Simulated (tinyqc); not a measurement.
Free and trapped electrons in a MOS channel with a dense trap tail: one step of the calculation.

p-type body, charge-sheet picture, full ionisation (an idealisation for deep acceptors), Boltzmann statistics for free electrons. e = Ec - EF at the surface. Acceptor-like traps of density D(E) = D0 + De exp(-E/Ew) at depth E below Ec, from 0 to Eu, hold n_t = integral of D(E)/(1 + exp((e - E)/Vt)). psi = Eg - Vt ln(Nv/Na) - e; N_dep = sqrt(2 eps0 eps_r Na (psi - Vt)/q); n_f = sqrt(N_dep^2 + 2 eps0 eps_r Vt Nc exp(-e/Vt)/q) - N_dep; Vg = Vfb + psi + q (N_dep + n_t + n_f)/Cox, Cox = eps0 eox/tox.

Question. Trapped charge. Trapezoid rule on 12 equal steps from 0 to Eu, f = 1/(1 + exp((e - E)/Vt)).

Inputs (values chosen for the exercise); band and dielectric values close to those of 4H silicon carbide: temperature T = 300 K; constant background density of acceptor-like traps D0 = 3.9e10 cm^-2 eV^-1; density of the tail at the conduction edge De = 8.5e12 cm^-2 eV^-1; decay energy of the tail Ew = 0.09 eV; depth below Ec down to which the traps reach Eu = 0.71 eV; Ec - EF at the surface e = 0.065 eV.

Constants: q = 1.602176634e-19 C, kB = 1.380649e-23 J/K, Vt = kB T/q. Results are converted to the units shown.

Find: E; D(E) f; n_t.

Answer.

```
point	E (eV)	D(E) f (cm^-2 eV^-1)
0	0	6.3924e11
1	0.059167	1.9722e12
2	0.11833	2.0597e12
3	0.17750	1.2062e12
4	0.23667	6.5104e11
5	0.29583	3.5655e11
6	0.35500	2.0357e11
7	0.41417	1.2428e11
8	0.47333	8.3193e10
9	0.53250	6.1900e10
10	0.59167	5.0867e10
11	0.65083	4.5149e10
12	0.71000	4.2187e10
```

n_t = 4.2336e11 cm^-2

Numbers from tinyqc (`OMP_NUM_THREADS=1 python tinyqc.py 2222139 2222140 out.jsonl`; about 0.02 s on one thread of a shared Intel Xeon 2.30GHz).
